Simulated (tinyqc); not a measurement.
Worked calculation: electrons shared among three sets of ellipsoidal valleys. Values are carried at full precision from step to step, so a last printed digit may differ when a step is redone from the rounded ones.

Constants: hbar^2/2m0 = 3.80998211 eV angstrom^2; kB = 8.617333262e-05 eV/K.

Inputs chosen for the exercise (masses and offsets near those of InP; mobilities are free inputs, held fixed; not measured data):
- ml = (0.078, 1.823, 1.32) m0 (longitudinal masses of Gamma, L, X)
- mt = (0.078, 0.1279, 0.2789) m0 (transverse masses)
- M = (1, 4, 3) (valleys in each set)
- T = 300 K
- dE = (0, 0.633, 0.735) eV (edges of Gamma, L, X above the first)
- n = 1.3e+18 1/cm^3 (total electron density)
- mu = (5000, 410, 290) cm^2/(V s) (mobility of each set)

## Masses of each set

One valley: m_d = (ml mt^2)^(1/3). Whole set: m_de = M^(2/3) m_d. Mean over three axes: 1/m_c = (1/ml + 2/mt)/3. Anisotropy K = ml/mt.

m_d, m_de, m_c (m0) and K of each set:
```
set       m_d    m_de     m_c      K
Gamma  0.0780  0.0780  0.0780   1.00
L      0.3101  0.7814  0.1853  14.25
X      0.4683  0.9740  0.3784   4.73
```

m_de/m_c is 1.00 for Gamma, 4.22 for L, 2.57 for X: many anisotropic valleys give many states at a light conductivity mass. m_c is the mean over three axes; a set that holds only some of the equivalent valleys conducts with a mass that depends on direction.

## Effective densities of states

N_i = M_i times N = 2 (m kB T/(4 pi c))^(3/2) with c = hbar^2/2m0, in 1/angstrom^3; times 1e24 for 1/cm^3, with m = (ml mt^2)^(1/3).

kT = 0.025852 eV

N_i (1/cm^3): Gamma 5.4666e+17, L 1.7334e+19, X 2.4123e+19

## Fermi level and populations

F_j(eta) = (1/Gamma(j + 1)) integral_0^infinity x^j dx/(1 + exp(x - eta)), which tends to exp(eta) for eta << 0.

Solve n = sum_i N_i F_1/2((EF - dE_i)/kT), energies from the edge of the first set.

EF = 0.0435 eV

eta_i: Gamma 1.68, L -22.80, X -26.75

n_i (1/cm^3): Gamma 1.30e+18, L 2.16e+09, X 5.82e+07

shares: Gamma 1.0000, L 0.0000, X 0.0000

Gamma holds most electrons (100.0 %). Boltzmann weights N_i exp(-dE_i/kT) would give L a share of 0.0000.

## Drift and Hall mobility of the mixture

With f_i the shares, mu_drift = sum f_i mu_i; low-field Hall mobility mu_H = sum f_i mu_i^2/mu_drift (scattering and anisotropy factors set to 1); the Hall density is n mu_drift/mu_H; rho = 1/(e n mu_drift), e = 1.602176634e-19 C.

mu_drift = 5000 cm^2/(V s)
mu_H = 5000 cm^2/(V s)
Hall density = 1.30e+18 1/cm^3
rho = 0.000960 ohm cm

A Hall measurement would read 100.0 % of the true density. The mobilities are of the size met in pure crystals; at this density impurities would cut them and raise rho, by a factor of two to ten or more depending on crystal and density.

## Checks

- Share of L at n = 1e10 1/cm^3 against the Boltzmann weight: both 7.366e-10.

Run: tinyqc, `OMP_NUM_THREADS=1 python tinyqc.py 1681240 1681241 out.jsonl`; Intel(R) Xeon(R) Processor @ 2.30GHz, one thread, shared host; about 0.02 s of CPU time with all checks.
